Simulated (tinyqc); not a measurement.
From results back to parameters: carbon nanotube by zone folding. Five cases, with inputs chosen for the exercise.

Problem. d = sqrt3 acc sqrt(n^2 + nm + m^2)/pi and tan(theta) = sqrt3 m/(2n + m). Diameter and chiral angle below belong to a hidden tube.

Case 1.

Values chosen (out of a larger set: near those used for carbon; not measured data): acc = 1.42 angstrom (bond length).

d = 6.214 angstrom
theta = 19.11 degrees

Case 2.

Values chosen (out of a larger set: near those used for carbon; not measured data): acc = 1.44 angstrom (bond length).

d = 14.290 angstrom
theta = 0.00 degrees

Case 3.

Values chosen (out of a larger set: near those used for carbon; not measured data): acc = 1.42 angstrom (bond length).

d = 6.825 angstrom
theta = 23.41 degrees

Case 4.

Values chosen (out of a larger set: near those used for carbon; not measured data): acc = 1.42 angstrom (bond length).

d = 7.829 angstrom
theta = 0.00 degrees

Case 5.

Values chosen (out of a larger set: near those used for carbon; not measured data): acc = 1.44 angstrom (bond length).

d = 8.841 angstrom
theta = 8.95 degrees

Find: n, m; type in zone folding.

Solution. With L = pi d/a, a = sqrt3 acc, the components of C are n + m/2 = L cos(theta) and sqrt3 m/2 = L sin(theta). The tube is metallic where n - m is a multiple of three.

Case 1.

n, m: 6  3

type in zone folding: metallic

Case 2.

n, m: 18  0

type in zone folding: metallic

Case 3.

n, m: 6  4

type in zone folding: semiconducting

Case 4.

n, m: 10  0

type in zone folding: semiconducting

Case 5.

n, m: 10  2

type in zone folding: semiconducting

Computed by tinyqc, one run a case: `OMP_NUM_THREADS=1 python tinyqc.py N N+1 out.jsonl` with N = 1451531, 1451536, 1451555, 1451802, 1451854; one thread of a shared Intel(R) Xeon(R) Processor @ 2.30GHz, about 0.06 s a run at most.
